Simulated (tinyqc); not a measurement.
Worked calculation: plane-wave Kohn-Sham cycle with exchange-only LDA in a layered model solid. One step of it, computed by the program tinyqc.

Question. Iteration 1: Hamiltonian at one k. H(m,m') = (k + G_m)^2/2 delta + V(G_m - G_m'), with V(-G) = V(G).

A solid whose potential varies along x alone (atomic units):
```
parameter                      value
period a                   16.300000
cross-section of the cell  32.000000
electrons per cell                 2
grid points                       16
plane waves -n..n, n               2
k points                           2
V1 in V1 cos(2 pi x/a)     -0.390000
```

V(G_m), m = 0, 1, 2, ... (hartree): -0.154130  -0.195000  0.000000  0.000000  0.000000

k = 0.250000 2 pi / a

Give: H.

Answer.

H (hartree), lower triangle:
```
         -2       -1       +0       +1      +2
-2   0.0734
-1  -0.1950  -0.1123
+0   0.0000  -0.1950  -0.1495
+1   0.0000   0.0000  -0.1950  -0.0380
+2   0.0000   0.0000   0.0000  -0.1950  0.2220
```
